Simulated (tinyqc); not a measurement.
Worked calculation: phonon transmission through an interface between two chains by Green functions. Computed by tinyqc, a small Python program that keeps every step. Command: `OMP_NUM_THREADS=1 python tinyqc.py 3014535 3014536 out.jsonl agf walk`. One thread of a shared host (Intel(R) Xeon(R) Processor @ 2.30GHz), about 0.01 s of CPU time with the checks. Intermediate numbers are printed to about 7 digits and carried at full precision; extremes and crossings named in words are read from the listed rows.

Two semi-infinite chains (masses m_1, m_2; springs k_1, k_2), motion along the chain. The central region holds the end atom of each chain and three interlayer atoms of mass m_b, joined by springs k_b. lambda = omega^2 in eV/(angstrom^2 u); nu = 15.6333042 THz x sqrt(lambda).

Inputs (values chosen for the exercise, for two model chains):
```
quantity,value,unit
mass m_1,70.5,u
spring k_1,9.3,eV/angstrom^2
mass m_2,223,u
spring k_2,5.69,eV/angstrom^2
junction spring k_b,1.45,eV/angstrom^2
interlayer mass m_b,127,u
probe frequency / lower band top,0.5,-
temperature T,500,K
```

Atoms in the interlayer: three.

Constants: nu for 1 eV/(angstrom^2 u) = 15.6333042 THz; h x 1 THz = 4.135667696 meV; k_B = 8.617333262e-05 eV/K; k_B = 1.380649e-23 J/K; h = 6.62607015e-34 J s.

## Band tops and impedances

nu_max = 15.6333042 THz x 2 sqrt(k/m); impedance Z = sqrt(k m); long-wave transmission 4 Z_1 Z_2/(Z_1 + Z_2)^2; the probe frequency is the given share of the lower band top.

band top of chain 1 = 11.35606 THz

band top of chain 2 = 4.994413 THz

Z_1 = 25.60566 sqrt(eV u)/angstrom

Z_2 = 35.62120 sqrt(eV u)/angstrom

long-wave transmission = 0.9732413

probe frequency = 2.497207 THz

## Self-energies and the matrix at the probe frequency

In chain i, sin(q_i a/2) = nu/nu_max,i. An outgoing wave makes the next atom move as exp(i q_i a) times the end atom, so the lead adds the self-energy Sigma_i = -k_i exp(i q_i a) to the force-constant matrix; Gamma_i = -2 Im Sigma_i = 2 k_i sin(q_i a). A = lambda M - K - Sigma over the central atoms, with K_ii the sum of the springs at i, K_(i,i+1) = -k_b; G = inverse of A; transmission = Gamma_1 Gamma_2 |G_(first,last)|^2.

q_1 a = 0.4434255 rad

q_2 a = 1.047198 rad

Gamma_1 = 7.980074 eV/angstrom^2

Gamma_2 = 9.855369 eV/angstrom^2

A (complex symmetric) (eV/angstrom^2):
```
,end of 1,layer 1,layer 2,layer 3,end of 2
end of 1,-0.550572+3.990037i,1.450000,0.000000,0.000000,0.000000
layer 1,1.450000,0.340493,1.450000,0.000000,0.000000
layer 2,0.000000,1.450000,0.340493,1.450000,0.000000
layer 3,0.000000,0.000000,1.450000,0.340493,1.450000
end of 2,0.000000,0.000000,0.000000,1.450000,1.395000+4.927685i
```

## Transmission at the probe frequency

The formulas are those given above.

G_(first,last) = 0.06642303-0.06602310i angstrom^2/eV

transmission = 0.6898145

It is below the long-wave value 0.973.

## Thermal conductance

Landauer conductance G = k_B int tau(nu) x^2 e^x/(e^x - 1)^2 d nu, x = h nu/(k_B T), from 0 to the lower band top (240 Gauss-Legendre points in s from 0 to 1, nu = nu_top sin(pi s/2)); tau is the transmission, and its thermal mean is G over the value for tau = 1 in the same window; the quantum is g_0 = pi^2 k_B^2 T/(3 h).

conductance G = 28.33603 pW/K

thermal mean of the transmission = 0.4135551

G/g_0 = 0.05987975

## Transmission spectrum against simple models

Long-wave value 4 Z_1 Z_2/(Z_1 + Z_2)^2. Continuum estimate, with omega = sqrt(lambda): a slab of impedance Z_b = sqrt(k_b m_b) and phase p = omega x (number of interlayer atoms) x sqrt(m_b/k_b), tau = 4 Z_1 Z_2/[(Z_1 + Z_2)^2 cos^2 p + (Z_b + Z_1 Z_2/Z_b)^2 sin^2 p].

Transmission:
```
nu/nu_top,nu (THz),Green function,long-wave value,continuum estimate
0.05,0.249721,0.7853205,0.9732413,0.8542538
0.15,0.749162,0.5566003,0.9732413,0.5711914
0.25,1.248603,0.9727896,0.9732413,0.6693458
0.35,1.748045,0.4778671,0.9732413,0.9732377
0.45,2.247486,0.8048773,0.9732413,0.6708356
0.55,2.746927,0.2518171,0.9732413,0.5707128
0.65,3.246369,0.0562439,0.9732413,0.8523113
0.75,3.745810,0.0003389,0.9732413,0.8561913
0.85,4.245251,0.0000153,0.9732413,0.5716798
0.92,4.594860,0.0000023,0.9732413,0.5972423
0.98,4.894525,0.0000004,0.9732413,0.7721792
```

The transmission starts at the impedance value 0.973 and vanishes at the lower band top, 4.99 THz, above which chain 2 has no states. It first falls below half of that value at nu/nu_top = 0.35. The continuum estimate misses by more than 0.05 from the first row on.

## Conductance against temperature

The formulas are those given above.

Conductance:
```
T (K),G (pW/K),mean transmission,G/g_0,G for transmission 1 (pW/K)
1,0.9084397,0.9598582,0.9598582,0.9464312
5,3.872181,0.8182701,0.8182701,4.732156
20,13.25772,0.7006314,0.7004061,18.92253
50,23.28776,0.5393662,0.4921174,43.17616
100,26.88243,0.4511961,0.2840400,59.58037
200,28.00245,0.4222449,0.1479371,66.31804
400,28.29985,0.4144988,0.07475411,68.27486
800,28.37535,0.4125294,0.03747678,68.78383
```

At 1 K G/g_0 = 0.960; as T goes to 0 it tends to the long-wave transmission, where only the impedances count. Towards high T all modes count more and more alike; at 800 K G is 28.4 pW/K and the mean transmission is 0.413, which is well below the low-T value.

Checks made by the program: low-frequency limit against the impedance formula (relative difference 1e-06); unitarity: Gamma_1 |G_11|^2 + Gamma_2 |G_1N|^2 = -2 Im G_11 (relative difference below 1e-10); conductance against a 1500-point midpoint sum (relative difference 2e-05).
